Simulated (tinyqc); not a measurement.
# A square-lattice strip 2 sites wide, recursive Green functions: effect of the strength of the potential

The device has N = 3 slices of 2 site(s), nearest-neighbour hopping -t, and site energies U; the leads are semi-infinite continuations with site energy 0. V = <i+1|H|i> = -t 1.

Transverse modes n = 1..2: chi_n(j) = sqrt(2/3) sin(pi n j/3), energy e_n = -2 t cos(pi n/3). Sigma = t^2 sum_n chi_n chi_n^T g(E - e_n), g(x) = (x - i sqrt(4 t^2 - x^2))/(2 t^2) for |x| < 2 t and (x - sign(x) sqrt(x^2 - 4 t^2))/(2 t^2) otherwise; Gamma = i (Sigma - Sigma^dagger); both leads give the same. Forward pass: g_1 = (E - H_1 - Sigma)^(-1), g_i = (E - H_i - V g_(i-1) V^dagger)^(-1), with Sigma also subtracted on the last slice; G_(i,1) = g_i V G_(i-1,1), starting from g_1. H_i is the block of slice i: its site energies on the diagonal and -t between neighbouring rows. T(E) = Tr[Gamma G_(N,1) Gamma G_(N,1)^dagger]. All U are multiplied by the factor sc.

Inputs (values chosen for the exercise): hopping (matrix element -t) t = 1 eV; site energies, slice by slice (2 a slice) U = [0.81, -0.36, -0.75, 1.23, -1.12, 0.88] eV; energy E = 2.03 eV.

Effect of the strength of the potential:
```
sc       T(E)  reflection, modes - T(E)
0      1.0000                         0
0.25  0.99879                 0.0012121
0.5   0.99608                 0.0039222
0.75  0.98082                  0.019175
1     0.92572                  0.074278
1.25  0.80493                   0.19507
1.5   0.63706                   0.36294
1.75  0.48181                   0.51819
2     0.37374                   0.62626
```

What does the table show?

T(E) falls from 1.00 to 0.374. At sc = 0 the device equals the leads and transmits all 1 open mode(s). Between the first two non-zero rows the reflection goes as sc^(1.69); the sc^2 of weak scattering holds only at smaller sc than these rows.

tinyqc, about 0.01 s, one thread, Intel Xeon 2.30GHz (shared host): `OMP_NUM_THREADS=1 python tinyqc.py 2660128 2660129 out.jsonl`
